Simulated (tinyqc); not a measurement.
Sheet resistance and Hall data of a diffused or implanted layer. Inputs raised by 2 %, one at a time. Computed by tinyqc, a small Python program. Command: `OMP_NUM_THREADS=1 python tinyqc.py 3008787 3008788 out.jsonl layer sens`. One thread of a shared host (Intel(R) Xeon(R) Processor @ 2.30GHz), about 0.01 s of CPU time with the checks.

Carriers are taken equal to the net active doping down to the junction (full ionisation, which deep dopants in wide-gap hosts do not reach; no spill-over, no depletion), and the Hall factor is 1.

Inputs (values chosen for the exercise, modelled on donors in germanium): mu_min = 314 cm^2/(V s); mu_max = 4000 cm^2/(V s); N_ref = 1.2e+17 1/cm^3; exponent alpha = 0.55; peak concentration N_0 = 1.5e+19 1/cm^3; length scale l = 110 nm; background doping N_B (opposite type) = 4.7e+14 1/cm^3.

Profile: Gaussian at the surface. Activation: complete.

Constants: e = 1.602176634e-19 C.

Method:
- N(x) = N_0 exp(-x^2/l^2), dose N_0 l sqrt(pi)/2, junction x_j = l sqrt(ln(N_0/N_B)).
- Mobility mu = mu_min + (mu_max - mu_min)/(1 + (N_t/N_ref)^alpha), N_t = active doping + N_B; carriers n = active doping - N_B, all dopants active.
- Integrals from x_0 (0 unless stated) to x_j by the midpoint rule on 400 even intervals: 1/R_s = e int n mu dx; sheet density n_s = int n dx; Hall sheet density (int n mu dx)^2/int n mu^2 dx; Hall mobility int n mu^2 dx/int n mu dx.
- Mean conductivity 1/(R_s x_j); mean mobility 1/(e n_s R_s).

Runs; columns: (1) input moved; (2) from; (3) to; (4) sheet resistance R_s (ohm); (5) Hall mobility (cm^2/(V s)); (6) junction depth x_j (nm); (7) Hall sheet density (1/cm^2):
```
(1)                                                 (2)        (3)     (4)     (5)     (6)         (7)
base run                                              -          -  66.032  695.32  354.24  1.3594e+14
peak concentration N_0 (1/cm^3)                 1.5e+19   1.53e+19  65.058  691.79  354.58  1.3868e+14
length scale l (nm)                                 110      112.2  64.737  695.32  361.33  1.3866e+14
background doping N_B (opposite type) (1/cm^3)  4.7e+14  4.794e+14  66.033  695.31  353.90  1.3594e+14
mu_min (cm^2/(V s))                                 314     320.28  65.454  700.44  354.24  1.3614e+14
mu_max (cm^2/(V s))                                4000       4080  65.303  704.12  354.24  1.3574e+14
N_ref (1/cm^3)                                  1.2e+17  1.224e+17  65.705  698.90  354.24  1.3592e+14
```

Exponents ln(y'/y) / ln(x'/x):
```
input                                  sheet resistance R_s  Hall mobility  junction depth x_j  Hall sheet density
peak concentration N_0                               -0.751         -0.258               0.048               1.008
length scale l                                       -1.000          0.000               1.000               1.000
background doping N_B (opposite type)                 0.000         -0.001              -0.048               0.001
mu_min                                               -0.444          0.371               0.000               0.074
mu_max                                               -0.561          0.635               0.000              -0.074
N_ref                                                -0.251          0.259               0.000              -0.009
```

Among the inputs moved here: sheet resistance R_s answers most in size to length scale l (exponent -1.000), next to peak concentration N_0 (-0.751); its exponent is below 0.0005 for background doping N_B (opposite type). Its exponent -1.000 in length scale l: the profile only stretches. Hall mobility answers most in size to mu_max (exponent +0.635), next to mu_min (+0.371); its exponent is below 0.0005 for length scale l. Junction depth x_j answers most in size to length scale l (exponent +1.000), next to peak concentration N_0 (+0.048); its exponent is below 0.0005 for mu_min, mu_max, N_ref. Its exponent +1.000 in length scale l: the profile only stretches. Hall sheet density answers most in size to peak concentration N_0 (exponent +1.008), and about equally to length scale l (+1.000).

Extremes, crossings and ranges named in words are read from the listed rows.
